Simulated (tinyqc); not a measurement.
From results back to parameters: static screening by free carriers. Three cases, with inputs chosen for the exercise.

Problem. At zero temperature the gas shows Friedel oscillations of period pi/kF and a Thomas-Fermi length 1/qTF; n and m are hidden.

kF = (3 pi^2 n/Mv)^(1/3), EF = c kF^2/m with c = hbar^2/2m0, n in 1/angstrom^3 (1e-24 per 1/cm^3), e2 = e^2/(4 pi eps0). Thomas-Fermi: qTF^2 = 6 pi e2 n/(eps EF). Debye: qD^2 = 4 pi e2 n/(eps kB T).

Constants: hbar^2/2m0 = 3.80998211 eV angstrom^2; e^2/(4 pi eps0) = 14.39964547 eV angstrom.

Find: kF; n; m.

Method. kF = pi/period and n = Mv kF^3/(3 pi^2); qTF^2 = 2 e2 Mv m kF/(pi eps c) then gives m.

Case 1.

Values chosen (out of a larger set: near those of InAs; not measured data): Mv = 1 (valleys); eps = 15 (background dielectric constant).

period = 108.056 angstrom
1/qTF = 91.1657 angstrom

Solution.

kF = 0.02907 1/angstrom
n = 8.30e+17 1/cm^3
m = 0.026 m0

Case 2.

Values chosen (out of a larger set: near those of InP; not measured data): Mv = 1 (valleys); eps = 12.8 (background dielectric constant).

period = 121.076 angstrom
1/qTF = 51.9396 angstrom

Solution.

kF = 0.02595 1/angstrom
n = 5.90e+17 1/cm^3
m = 0.076 m0

Case 3.

Values chosen (out of a larger set: near those of Ge; not measured data): Mv = 4 (valleys); eps = 16.1 (background dielectric constant).

period = 161.199 angstrom
1/qTF = 19.7841 angstrom

Solution.

kF = 0.01949 1/angstrom
n = 1.00e+18 1/cm^3
m = 0.219 m0

Computed by tinyqc, one run a case: `OMP_NUM_THREADS=1 python tinyqc.py N N+1 out.jsonl` with N = 1652521, 1652545, 1652549; one thread of a shared Intel(R) Xeon(R) Processor @ 2.30GHz, about 0.01 s a run at most.
